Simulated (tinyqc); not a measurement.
Arrhenius plot: admittance spectroscopy and thermally stimulated current of one trap level in a depletion layer. Computed by tinyqc, a small Python program. Command: `OMP_NUM_THREADS=1 python tinyqc.py 3113956 3113957 out.jsonl admit walk`. One thread of a shared host (Intel(R) Xeon(R) Processor @ 2.30GHz), about 0.01 s of CPU time with the checks.

A Schottky junction on n-type material holds one donor-like electron trap; shallow donors are fully ionised and abrupt depletion edges are assumed.

Inputs (values chosen for the exercise, modelled on n-type silicon):
```
quantity                         value    unit
density-of-states mass m          1.09     m_0
shallow doping N               1.1e+15  1/cm^3
trap depth E_t below the band    0.397      eV
capture cross section sigma    3.9e-16    cm^2
test frequency f                300000      Hz
```

Constants: k_B = 1.380649e-23 J/K; m_0 = 9.1093837015e-31 kg; h = 6.62607015e-34 J s; k_B = 8.617333262e-05 eV/K.

Method:
- N_c = 2 (2 pi m k_B T/h^2)^(3/2), v_th = sqrt(3 k_B T/m), emission rate e_n = sigma v_th N_c exp(-E_t/(k_B T)).
- Where the level crosses the Fermi level capture equals emission, so the trap follows the signal with the rate 2 e_n; G/omega peaks at omega = 2 e_n (the correction for large N_t/N is left out).
- Solve 2 e_n(T_p) = 2 pi f.
- T_p for 0.1, 0.3, 1, 3 and 10 f; least-squares lines of ln(e_n/T^2) and of ln(e_n) against 1/(k_B T), e_n = pi f; sigma = exp(intercept)/(v_th N_c/T^2).

peak temperature T_p = 376.238 K

Peaks:
```
f (Hz)    T_p (K)  1/(k_B T) (1/eV)  ln(e_n/T^2)  ln(e_n)
3.00e+04   323.41            35.881      -0.1042   11.454
9.00e+04   346.76            33.465       0.8550   12.552
3.00e+05   376.24            30.844       1.8958   13.756
9.00e+05   407.49            28.478       2.8349   14.855
3.00e+06   447.71            25.920       3.8506   16.059
```

depth from e_n/T^2 = 0.397 eV

cross section from the intercept = 3.90e-16 cm^2

depth without the T^2 = 0.46218 eV

What follows from these numbers?

Leaving out T^2 adds 65 meV, near 2 k_B T_p = 65 meV.

Extremes, crossings and ranges named in words are read from the listed rows.
